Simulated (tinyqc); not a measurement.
Inside a calculation. Method: CIS and TDHF on RHF in the sto-3g basis, for H2, spin multiplicity 1. One step of it, computed by the program tinyqc.

Task: CIS matrix, triplets. A(ia,jb) = (e_a - e_i) d_ij d_ab - (ij|ab).

orbital energies (hartree): MO1 -0.588615, MO2 0.696544

Two-electron integrals over orbitals (pq|rs), unique and non-zero (hartree):
```
(11|11) 0.679337   (21|21) 0.179878   (22|11) 0.667908   (22|22) 0.702103
```

Give: CIS matrix A, triplet.

Result:

CIS matrix A, triplet (hartree):
```
       1>2
1>2  0.617
```
